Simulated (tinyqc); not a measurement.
## Gain factor and gap resistance from two string resistances

Inverse problem. At small bit-line voltage each of the 64 cells has the resistance 1/(K x) at overdrive x (no mobility reduction) in series with a gap resistance Rg. Find K, Rg and the share of the gaps at the higher overdrive.

resistance of a string of 64 equal cells at overdrives of 3.5 and 8.9 V (kohm): [4767.4921, 2302.0025]

Answer. The resistance per cell is a straight line in 1/x with slope 1/K and intercept Rg.

K = 4.500 uA/V^2
Rg = 11.00 kohm
share of the gaps = 30.58 %

Numbers from tinyqc (`OMP_NUM_THREADS=1 python tinyqc.py 2142005 2142006 out.jsonl`; about 0.4 s on one thread of a shared Intel Xeon 2.30GHz).
